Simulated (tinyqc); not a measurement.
Crystallisation kinetics and data retention of a phase-change cell: one step of the calculation.

Johnson-Mehl-Avrami-Kolmogorov law X = 1 - exp(-y^n), y = integral of k dt, k = (1/100 s) exp[-(Ec q/kB)(1/T - 1/T1)].

Question. Retention. At fixed T the state fails at t = (-ln(1 - Xf))^(1/n)/k; ten years are 3.15576e8 s.

Values chosen for this exercise; values of the order of Ge-Sb-Te and related chalcogenides: activation energy of crystallisation Ec = 3.14 eV; temperature at which the rate k is 1/(100 s) T1 = 454 K; Avrami exponent n = 4; crystalline share at which the state is lost Xf = 0.5; storage temperature T = 367 K.

Constants: q = 1.602176634e-19 C, kB = 1.380649e-23 J/K. Results are converted to the units shown.

Give: k; y at failure; time to fail; the same in years; temperature for ten years.

Answer.

k = 5.4574e-11 1/s
y at failure = 0.91244
time to fail = 1.6719e10 s
the same in years = 529.80
temperature for ten years = 382.29 K

The cell meets ten years at 367 K.

Range of the model: One Arrhenius rate is assumed; incubation, growth from the boundary and the non-Arrhenius kinetics of the supercooled liquid are left out.

tinyqc, about 0.03 s, one thread, Intel Xeon 2.30GHz (shared host): `OMP_NUM_THREADS=1 python tinyqc.py 2490062 2490063 out.jsonl`
